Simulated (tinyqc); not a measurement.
## Reset of a mushroom phase-change cell, hemispherical electro-thermal model: scaling of the melting current

Current spreads from a hemispherical contact of radius r0 into a large dome with constant rho and ka: j = I/(2 pi r^2). With s = r0/r the steady rise is T - T0 = c (b s - s^2), c = I^2 rho/(8 pi^2 ka r0^2). The heat lost through the heater, (T(r0) - T0)/Rh, fixes b = (2 + g)/(1 + g), g = 1/(2 pi ka r0 Rh).

The peak lies at s = b/2 with the rise c b^2/4; melting starts at the current where that equals Tm - T0, and the molten shell spans the roots of s^2 - b s + (Tm - T0)/c = 0 (s at most 1). Electrical resistance rho/(2 pi r0). Rh is scaled as 1/r0, as for an isotropic shrink, in the last two columns and held fixed in the first two.

Values chosen for this exercise; values of the order of Ge-Sb-Te and related chalcogenides: ambient temperature T0 = 300 K; melting point Tm = 875 K; resistivity of the hot chalcogenide rho = 7.5 mohm cm; its thermal conductivity ka = 1.1 W/(m K); thermal resistance of the path through the heater Rh = 5 K/uW.

Results:

| r0 (nm) | Im (uA) | Im/(2 pi r0^2) (MA/cm^2) | Im with Rh = Rh (26 nm/r0) (uA) | power there (uW) |
|---|---|---|---|---|
| 5 | 224.9 | 143.2 | 175.2 | 73.24 |
| 8 | 339.4 | 84.39 | 280.2 | 117.2 |
| 12 | 478.9 | 52.93 | 420.4 | 175.8 |
| 24 | 852.2 | 23.55 | 840.7 | 351.5 |
| 33 | 1111 | 16.24 | 1156 | 483.4 |
| 45 | 1444 | 11.35 | 1576 | 659.1 |
| 60 | 1849 | 8.175 | 2102 | 878.9 |

Estimate the missing row, r0 = 17 nm.

Computed row:

| r0 (nm) | Im (uA) | Im/(2 pi r0^2) (MA/cm^2) | Im with Rh = Rh (26 nm/r0) (uA) | power there (uW) |
|---|---|---|---|---|
| 17 | 640.4 | 35.27 | 595.5 | 249.0 |

With this row back in the table: With isotropic scaling Im and the power go as r0^(1.00) and r0^(1.00), so the current density grows as 1/r0 and the voltage stays fixed. With Rh held, Im goes as r0^(0.85) over the table, as the heater path weighs more for a small contact. For r0 = 5, 8 boundary thermal resistance, left out here, would dominate.

Range of the model: Constant properties, no latent heat, thermoelectric terms, boundary resistance or heating in the heater itself.

Computed by the program tinyqc: `OMP_NUM_THREADS=1 python tinyqc.py 2490069 2490070 out.jsonl`, one thread of a shared Intel Xeon 2.30GHz, about 0.01 s for the whole run.
